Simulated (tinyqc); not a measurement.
Self-heating of a transistor with one or more fingers, with temperature-dependent conductivity: one step, computed by the program tinyqc. Command: `OMP_NUM_THREADS=1 python tinyqc.py 3021660 3021661 out.jsonl selfheat walk`. One thread of a shared host (Intel(R) Xeon(R) Processor @ 2.30GHz), about 0.09 s of CPU time with the checks.

N long parallel fingers lie on the top face of a slab whose bottom is held at T_0; the top is otherwise insulated, and heat flows in two dimensions. P in W/mm is 1000 P in W/m.

Question. Extra rise from ballistic phonons. Near a source smaller than the free path, Fourier's law overstates the flow. Rough estimate: a strip that emits phonons into a half space adds a resistance times area of 4 Lambda/(3 kappa_0), from the ballistic flux C v Delta T/4 with kappa_0 = C v Lambda/3, so Delta T_b = 4 Lambda P/(3 kappa_0 w); Knudsen number Lambda/w.

Inputs (values chosen for the exercise, modelled on silicon): conductivity at the base temperature kappa_0 = 117 W/(m K); power per gate width P = 1.3 W/mm; width of the heat source w = 0.44 micrometre; phonon free path Lambda = 150 nm.

Power: fixed power.

largest theta = 42.50455 K

Give: Knudsen number; ballistic rise Delta T_b; Delta T_b / largest theta.

Answer.

Knudsen number = 0.3409

ballistic rise Delta T_b = 5.051 K

Delta T_b / largest theta = 0.1188

By this estimate the ballistic term is at most a fifth of the Fourier rise.
